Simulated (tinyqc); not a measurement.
Comparisons within one model: two electrons on one impurity (helium-like model). A value that a table varies takes the place of the one given here.

Units Ha* = 2 Ry m/eps^2 and a* = a0 eps/m. One electron is bound by Z^2/2. Two electrons in the singlet built from exp(-a r) and exp(-b r): S = 8 (ab)^(3/2)/(a + b)^3, h_aa = a^2/2 - Z a, h_bb alike, h_ab = S (ab/2 - Z (a + b)/2), J = ab (a^2 + 3ab + b^2)/(a + b)^3, K = 20 (ab)^3/(a + b)^5, E = (h_aa + h_bb + 2 S h_ab + J + K)/(1 + S^2). For a = b this is a^2 - 2 Z a + 5a/8. Real double donors are deeper, since the central cell is left out.

Constants: e^2/(4 pi eps0) = 14.39964547 eV angstrom.

Inputs chosen for the exercise (near those of impurities in Si; the results hold for these values, not for the real material): m = 0.31 m0 (one mean mass); eps = 11.4 (dielectric constant); Zs = (1, 1.06, 1.21, 1.44, 1.92, 2.73, 3.72) (charges); a_lat = 5.431 angstrom (lattice constant); Eg = 1.173 eV (gap); ED = 49 meV (donor binding); EA = 46.3 meV (acceptor binding); W0 = 0.21 x 1e7/s (rate at zero distance); kind = same (sublattices of donor and acceptor); shells = (32, 71, 79, 92, 93, 370, 388) (shell numbers).

## Effective charge

Ha* = 64.9087 meV

Binding of the first electron, of the second (-E - Z^2/2) with equal and with unequal orbitals, and U, the first less the second (unequal).

Results (meV):
```
Z     first  second, equal  second, unequal   a/b      U  U/(Z Ha*)
1.00   32.5          -1.77             0.86  3.67   31.6      0.487
1.06   36.5          -0.20             2.27  3.19   34.2      0.497
1.21   47.5           4.77             6.99  2.62   40.5      0.516
1.44   67.3          15.22            17.24  2.22   50.1      0.536
1.92  119.6          48.09            49.92  1.87   69.7      0.559
2.73  241.9         137.47           139.18  1.63  102.7      0.580
3.72  449.1         304.54           306.20  1.50  142.9      0.592
```

How do the results move?

Equal orbitals bind a second electron only above Z = (5/16)/(1 - 1/sqrt2) = 1.067; unequal ones do so in 7 of the 7 rows. Their gain is 2.64 meV in the first row and 1.65 in the last, while the second binding grows to 306 meV, so the gain decides the matter only near Z = 1. U grows almost linearly with Z: U/(Z Ha*) goes from 0.487 to 0.592, towards 5/8, while the first binding grows as Z^2. Angular correlation is left out: at Z = 1 this function binds the second electron by 0.0133 Ha*, half the exact 0.0278.

## Pair lines (donor-acceptor pair recombination)

h nu = Eg - ED - EA + q/(eps R), q = e^2/(4 pi eps0); shell j lies at R = a_lat sqrt(j/2) for the same sublattice and a_lat sqrt(j/2 - 5/16) for opposite ones (on the same sublattice shells 14, 30, 46, 56, 62, ... are empty, where 2j has the form 4^a (8b + 7)); rate W = W0 exp(-2R/aD) with the donor radius aD = q/(2 eps ED). Polarisation and overlap terms, which matter for close pairs, are left out.

Energy, rate and lifetime for each shell.

Lines:
```
shell  R (angstrom)  Coulomb (meV)  h nu (eV)  step to the next shell (meV)  1/W (microsecond)
32            21.72           58.1     1.1358                          0.89               13.9
71            32.36           39.0     1.1167                          0.27               72.2
79            34.13           37.0     1.1147                          0.23               95.1
92            36.83           34.3     1.1120                          0.18                145
93            37.03           34.1     1.1118                          0.36                149
370           73.87           17.1     1.0948                         0.023           4.53e+04
388           75.65           16.7     1.0944                         0.021           5.96e+04
```

limit for distant pairs = 1.0777 eV
aD = 12.9 angstrom

How do the results move?

The lines crowd together, on average as R^-3: the step falls from 0.89 to 0.021 meV, so distant pairs merge into a band. Close pairs emit higher and 4.3e+03 times faster over this table, so the band shifts to lower energy with delay and to higher energy with stronger pumping. All these lines lie below Eg, and R/aD runs from 1.7 up.

Run: tinyqc, `OMP_NUM_THREADS=1 python tinyqc.py 1251986 1251987 out.jsonl`; Intel(R) Xeon(R) Processor @ 2.30GHz, one thread, shared host; about 0.03 s of CPU time with all checks.
